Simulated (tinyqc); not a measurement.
Worked calculation: correction of a charged-defect supercell by a model charge and potential alignment (plane-averaged potentials). Computed by tinyqc, a small Python program that keeps every step. Command: `OMP_NUM_THREADS=1 python tinyqc.py 3114046 3114047 out.jsonl align walk`. One thread of a shared host (Intel(R) Xeon(R) Processor @ 2.30GHz), about 0.01 s of CPU time with the checks. Intermediate numbers are printed to about 5 digits and carried at full precision; extremes and crossings named in words are read from the listed rows.

The "true" defect charge is (1 - x) q in a Gaussian of width sigma plus x q in one of width sigma_t, so the exact answer is known; the correction sees only a single model Gaussian of width sigma_m. A Gaussian of width s has the transform rho(G) = exp(-G^2 s^2/2), normalised to 1. A uniform background cancels q, so G = 0 is left out. Potentials are those felt by a unit positive charge. E_0 is the formation energy of the isolated defect, E_cell its value in the supercell, E_lat = E_iso - E_per of the model charge, C the true less the model potential far from the defect; the exact correction is E_0 - E_cell, and the error of a scheme is E_cell plus its correction less E_0.

Inputs (values chosen for the exercise, with screening close to that of GaN):
```
quantity,value,unit
defect charge q,-2,e
dielectric constant eps,9.74,-
edge of the cubic cell L,11.5,angstrom
width sigma of the true defect charge,0.86,angstrom
width sigma_m of the model charge,0.78,angstrom
share x of the charge in a wide tail,0.087,-
width sigma_t of the tail,1.4,angstrom
formation energy of the isolated defect E_0,2.89,eV
```

Constants: e^2/(4 pi eps_0) = 14.39964548 eV angstrom.

## The supercell energy and its true error

Periodic energy E_per = (2 pi q^2/(eps L^3)) (e^2/(4 pi eps_0)) sum_(G != 0) rho(G)^2/G^2, G = (2 pi/L)(n1, n2, n3), |n_i| <= 16. Isolated energy: two Gaussians of charges q_a, q_b and widths a, b interact by q_a q_b (e^2/(4 pi eps_0 eps)) sqrt(2/pi)/sqrt(a^2 + b^2), and the self-energy is half the sum over pairs. Supercell value E_cell = E_0 + E_per - E_iso for the true charge.

E_iso, true charge = 1.8541 eV

E_per, true charge = 1.1452 eV

E_cell = 2.1812 eV

exact correction = 0.70884 eV

## Lattice energy of the model charge

E_lat = E_iso - E_per for the model charge; point-charge value alpha q^2 e^2/(4 pi eps_0 eps 2 L) with alpha = 2.837297.

E_iso, model = 2.1387 eV

E_per, model = 1.4241 eV

E_lat = 0.71464 eV

point-charge value = 0.72951 eV

## Plane-averaged potentials

Plane-averaged potential at distance z from the defect: V(z) = (4 pi q/(eps L^3)) (e^2/(4 pi eps_0 e)) sum_(m != 0) rho(G_m) cos(G_m z)/G_m^2, G_m = 2 pi m/L, |m| <= 40.

Potentials (V):
```
z/L,z (angstrom),true,model,difference
0.00,0.000,-0.17792,-0.18925,0.011333
0.05,0.575,-0.16186,-0.17056,0.008703
0.10,1.150,-0.12095,-0.12448,0.003528
0.15,1.725,-0.06996,-0.06967,-0.000295
0.20,2.300,-0.02013,-0.01810,-0.002027
0.25,2.875,0.02360,0.02623,-0.002630
0.30,3.450,0.05975,0.06257,-0.002822
0.35,4.025,0.08796,0.09084,-0.002879
0.40,4.600,0.10814,0.11104,-0.002895
0.45,5.175,0.12026,0.12315,-0.002899
0.50,5.750,0.12429,0.12719,-0.002899
```

The difference moves by 0.00 mV between z/L = 0.4 and 0.5: a plateau.

## Alignment and corrected energy

C = difference at z = L/2; E_corr = E_cell + E_lat - q C. For charges that have died out at L/2, C = (2 pi q/(eps L^3)) (e^2/(4 pi eps_0 e)) (<s^2> - sigma_m^2), <s^2> = (1 - x) sigma^2 + x sigma_t^2.

alignment C = -0.0028993 V

C, closed form = -0.0028996 V

E_corr = 2.8900 eV

error with alignment (rounded to 1e-4 meV) = 6.00e-04 meV

error without alignment = 5.7993 meV

error with the point-charge term alone = 20.663 meV

error without correction = -708.84 meV

Errors are measured against E_0. Alignment cuts the error of the model charge from 5.8 to below 0.001 meV.

## Errors against cell size

Schemes: none; point-charge term alpha q^2 e^2/(4 pi eps_0 eps 2 L), alpha = 2.837297; E_lat of the model; E_lat - q C with C at z = L/2.

Error against E_0 (meV):
```
L (angstrom),none,point charge,model charge,model and alignment
8.05,-981.91,60.241,16.906,0.16421
9.78,-824.21,33.595,9.429,0.01138
11.50,-708.84,20.663,5.799,0.00061
13.80,-595.97,11.958,3.356,0.00001
```

Between the last two rows the uncorrected error scales as L^-0.95 and the point-charge remainder as L^-3.00. With alignment the error is +0.2 meV in the smallest cell and 0.00 meV in the largest.

Checks made by the program: E_lat against the point-charge value less 2 pi q^2 sigma_m^2 e^2/(4 pi eps_0 eps L^3) (relative difference 2e-07).
